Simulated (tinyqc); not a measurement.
Trench capacitor in an array: capacitance, non-linearity, leakage and relaxation: charge lost after writing.

A film between two metal electrodes, each interface adding a series capacitance ci. The small-signal permittivity is ek (1 + aq E^2); the field is found with the linear permittivity. Leakage J = J0 sinh(E/Ef). After a voltage step the film passes a relaxation current kr C V tt^(-nr), tt being the time in seconds. The sidewall is a coaxial capacitor with radii a = dm/2 - t and b = dm/2, depth AR dm; the end face is left out.

Planar film: Cf = eps0 ek/t, 1/C = 1/Cf + 2/ci, EOT = 3.9 eps0/C, effective permittivity C t/eps0, E = (V/t) C/Cf. A capacitor written for t0 and then left open loses, as a share of C V, kr (tt^(1 - nr) - t0^(1 - nr))/(1 - nr) by relaxation and J tt/(C V) by leakage; both are taken as small, and rows far outside that range are left out.

Parameters, values chosen for the exercise; permittivity of the order of that of hafnium oxide: relative permittivity of the film ek = 21; film thickness t = 7.2 nm; capacitance of each electrode interface (dead layer and screening) ci = 210 uF/cm^2; quadratic field coefficient of the permittivity aq = 0.0092 cm^2/MV^2; bias V = 1.8 V; exponent of the relaxation current nr = 0.992; strength of the relaxation kr = 0.00079; leakage prefactor J0 = 1.2e-10 A/cm^2; field for an e-fold rise of the leakage Ef = 0.21 MV/cm; duration of the write pulse t0 = 2e-8 s.

Constants: eps0 = 8.8541878128e-14 F/cm where lengths are in cm. Results are converted to the units shown.

The same in every row: leakage current (nA/cm^2) = 6671.

Result of one run:
```
tt (s),relaxation current (nA/cm^2),loss by relaxation (%),loss by leakage (%),total loss (%)
1e-5,3.269e5,0.4368,0.001470,0.4383
```

What becomes of these results when the time since the start of the write pulse tt is changed from 1e-5 to 1e-6 s, all else the same?

Result of the changed run:
```
tt (s),relaxation current (nA/cm^2),loss by relaxation (%),loss by leakage (%),total loss (%)
1e-6,3.209e6,0.2724,1.470e-4,0.2726
```

The whole series:
```
tt (s),relaxation current (nA/cm^2),loss by relaxation (%),loss by leakage (%),total loss (%)
1e-6,3.209e6,0.2724,1.470e-4,0.2726
1e-5,3.269e5,0.4368,0.001470,0.4383
0.0001,3.330e4,0.6042,0.01470,0.6189
0.001,3391,0.7748,0.1470,0.9218
0.01,345.4,0.9485,1.470,2.419
```

The two currents are equal at tt = 5.06e-4 s. The loss by relaxation grows from 0.272 to 0.949 %, by 0.164 points over the first decade and 0.174 over the last, while the loss by leakage grows tenfold a decade. Leakage is the larger loss for tt = 0.01 s. For tt = 0.01 the falling voltage would already cut the leakage, so the linear estimate overstates the loss.

Program tinyqc, `OMP_NUM_THREADS=1 python tinyqc.py 2102057 2102058 out.jsonl`; Intel Xeon 2.30GHz, shared host, one thread, about 0.01 s.
